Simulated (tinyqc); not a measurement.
What each parameter does: valley splitting of a silicon quantum well in envelope theory.

The well lies at 0 < z < L; U(z) = V0 [1/(1 + exp(z/w)) + 1/(1 + exp((L - z)/w))] - e F z, 1 mV/nm = 1e-4 eV/angstrom. The envelope psi solves -(c/ml) psi'' + U psi = E psi, c = hbar^2/2m0, by three-point differences on a grid of 0.1 angstrom from -40 to L + 40 angstrom. The two valleys at +/- k0 couple through D = C0 times the integral of exp(-i q z) U(z) psi^2, q = 2 k0 (2 pi/a), and split by Ev = 2|D|.

Random alloy: with Y(z) = Yw + (Yb - Yw) B(z), B the bracket in U, and in-plane density exp(-r^2/ad^2)/(pi ad^2), D gains a random complex part of variance sigma^2 = (C0^2/pi)(a^2 V0/(8 ad (Yb - Yw)))^2 (4/a) times the integral of psi^4 Y (1 - Y). Alone it gives a mean splitting sqrt(pi) sigma; together with the smooth part the rms splitting is 2 sqrt(|D|^2 + sigma^2).

Constants: hbar^2/2m0 = 3.80998211 eV angstrom^2.

Inputs chosen for the exercise (near those of a strained Si well in SiGe; not measured data):
- L = 66 angstrom (well width)
- V0 = 0.21 eV (conduction offset)
- ml = 0.919 m0 (mass along z)
- w = 0.6 angstrom (interface width parameter)
- F = 13.3 mV/nm (field pressing towards the upper interface)
- k0 = 0.841 2 pi/a (valley position)
- a = 5.431 angstrom (lattice constant)
- C0 = 0.269 (Bloch overlap factor)
- Yb = 0.3 (Ge share of the barrier)
- Yw = 0.05 (Ge share of the well)
- ad = 110 angstrom (dot radius)

Orbital spacing, psi^2 at z = L, the smooth splitting and sigma; V0 is held fixed when Yw changes.

Results for these values:

| case | E2 - E1 (meV) | psi^2(L) (1e-3/angstrom) | 2\|D\| (micro-eV) | sigma (micro-eV) |
|---|---|---|---|---|
| base | 34.85 | 6.029 | 70.42 | 135.0 |

What happens to each result for L = 72 angstrom, all else kept?

Answer: E2 - E1 falls from 34.85 to 34.18; psi^2(L) falls from 6.029 to 6.019; 2|D| falls from 70.42 to 70.40; sigma falls from 135.0 to 134.9.

The same for each parameter in turn:

| case | E2 - E1 (meV) | psi^2(L) (1e-3/angstrom) | 2\|D\| (micro-eV) | sigma (micro-eV) |
|---|---|---|---|---|
| base | 34.85 | 6.029 | 70.42 | 135.0 |
| ad = 150 angstrom | 34.85 | 6.029 | 70.42 | 99.0 |
| Yw = 0.08 | 34.85 | 6.029 | 70.42 | 190.6 |
| L = 72 angstrom | 34.18 | 6.019 | 70.40 | 134.9 |
| V0 = 0.263 eV | 35.12 | 4.738 | 70.28 | 169.1 |
| w = 0.42 angstrom | 34.83 | 6.177 | 147.16 | 135.0 |
| F = 19.95 mV/nm | 44.22 | 9.081 | 106.66 | 144.4 |
| k0 = 0.821 2 pi/a | 34.85 | 6.029 | 76.97 | 135.0 |
| C0 = 0.323 | 34.85 | 6.029 | 84.56 | 162.1 |

tinyqc: `OMP_NUM_THREADS=1 python tinyqc.py 1280327 1280328 out.jsonl`; about 0.07 s, one thread, shared Intel(R) Xeon(R) Processor @ 2.30GHz.
